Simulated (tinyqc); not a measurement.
Three descriptions against temperature: one anharmonic mode: perturbation theory, self-consistent phonons and exact levels. Computed by tinyqc, a small Python program. Command: `OMP_NUM_THREADS=1 python tinyqc.py 3029971 3029972 out.jsonl scp walk`. One thread of a shared host (Intel(R) Xeon(R) Processor @ 2.30GHz), about 0.04 s of CPU time with the checks.

V(x) = k x^2/2 + b x^4 for one coordinate x of mass M. A constant K > 0 gives hbar Omega = sqrt((hbar^2/u) K/M) with K in eV/angstrom^2 and M in u.

Inputs (values chosen for the exercise, for a model mode): mode mass M = 81.1 u; harmonic constant k = 19 eV/angstrom^2; quartic constant b = 203 eV/angstrom^4.

Shape: single well.

Constants: hbar^2/u = 4.18015928e-03 eV angstrom^2; k_B = 8.617333262e-05 eV/K.

Method:
- Self-consistent phonon, centred at x = 0: K = k + 12 b <x^2>, <x^2> = (hbar Omega/(2K)) coth(hbar Omega/(2 k_B T)).
- Its free energy is F = k_B T ln[2 sinh(hbar Omega/(2 k_B T))] + (k - K)<x^2>/2 + 3 b <x^2>^2, an upper bound to the exact one.
- Basis: oscillator states n of the constant |k|, with x = s (a + a+), s^2 = hbar Omega/(2|k|); H = hbar Omega (n + 1/2) + (k - |k|) x^2/2 + b x^4, with exact matrix elements of x^2 and x^4.
- Exact values use 120 basis states: F = -k_B T ln sum exp(-E_n/(k_B T)), and <x^2> is the Boltzmann mean.
- The classical <x^2> is int x^2 exp(-V/(k_B T)) dx / int exp(-V/(k_B T)) dx (2001 points over six exact widths each way).

Results; columns: (1) T (K); (2) hbar Omega, self-consistent (meV); (3) <x^2>, self-consistent; (4) <x^2>, exact; (5) F, self-consistent (meV); (6) F, exact (meV); (7) <x^2>, classical:
```
(1)      (2)         (3)         (4)      (5)      (6)         (7)
18    32.831  7.8498e-04  7.8557e-04   16.040   16.038  8.0806e-05
44    32.832  7.8524e-04  7.8583e-04   16.040   16.037  1.9477e-04
91    32.875  8.0798e-04  8.0878e-04   15.921   15.917  3.9344e-04
160   33.114  9.3329e-04  9.3540e-04   14.717   14.710  6.7054e-04
290   33.792   0.0012949   0.0013030   8.3952   8.3677   0.0011553
510   34.984   0.0019476   0.0019745  -11.182  -11.286   0.0018943
870   36.698   0.0029264   0.0029986  -58.025  -58.355   0.0029548
1500  39.118   0.0043872   0.0045585  -165.73  -166.69   0.0045355
```

The self-consistent quantum hardens from 32.83 to 39.12 meV, since a wider spread samples the steep quartic walls. Its <x^2> misses by -0.1 % at the lowest T and -3.8 % at the highest; the excess in F runs from 0.003 to 0.958 meV. The classical value is 0.10 of the exact one at the lowest T and 0.995 at the highest.

Extremes, crossings and ranges named in words are read from the listed rows.
